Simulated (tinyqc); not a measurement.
Arrhenius plot: admittance spectroscopy and thermally stimulated current of one trap level in a depletion layer. Computed by tinyqc, a small Python program. Command: `OMP_NUM_THREADS=1 python tinyqc.py 3113530 3113531 out.jsonl admit walk`. One thread of a shared host (Intel(R) Xeon(R) Processor @ 2.30GHz), about 0.01 s of CPU time with the checks.

A Schottky junction on n-type material holds one donor-like electron trap; shallow donors are fully ionised and abrupt depletion edges are assumed.

Inputs (values chosen for the exercise, modelled on n-type beta-Ga2O3): density-of-states mass m = 0.273 m_0; shallow doping N = 6.4e+16 1/cm^3; trap depth E_t below the band = 0.207 eV; capture cross section sigma = 2.2e-16 cm^2; test frequency f = 5000 Hz.

Constants: k_B = 1.380649e-23 J/K; m_0 = 9.1093837015e-31 kg; h = 6.62607015e-34 J s; k_B = 8.617333262e-05 eV/K.

Method:
- N_c = 2 (2 pi m k_B T/h^2)^(3/2), v_th = sqrt(3 k_B T/m), emission rate e_n = sigma v_th N_c exp(-E_t/(k_B T)).
- Where the level crosses the Fermi level capture equals emission, so the trap follows the signal with the rate 2 e_n; G/omega peaks at omega = 2 e_n (the correction for large N_t/N is left out).
- Solve 2 e_n(T_p) = 2 pi f.
- T_p for 0.1, 0.3, 1, 3 and 10 f; least-squares lines of ln(e_n/T^2) and of ln(e_n) against 1/(k_B T), e_n = pi f; sigma = exp(intercept)/(v_th N_c/T^2).

peak temperature T_p = 185.272 K

Peaks:
```
f (Hz)  T_p (K)  1/(k_B T) (1/eV)  ln(e_n/T^2)  ln(e_n)
500      160.36            72.364      -2.7956    7.359
1500     171.41            67.700      -1.8302    8.458
5000     185.27            62.635      -0.7817    9.662
15000    199.87            58.061       0.1652   10.761
50000    218.52            53.106       1.1908   11.965
```

depth from e_n/T^2 = 0.207 eV

cross section from the intercept = 2.20e-16 cm^2

depth without the T^2 = 0.23908 eV

What follows from these numbers?

Leaving out T^2 adds 32 meV, near 2 k_B T_p = 32 meV.

Extremes, crossings and ranges named in words are read from the listed rows.
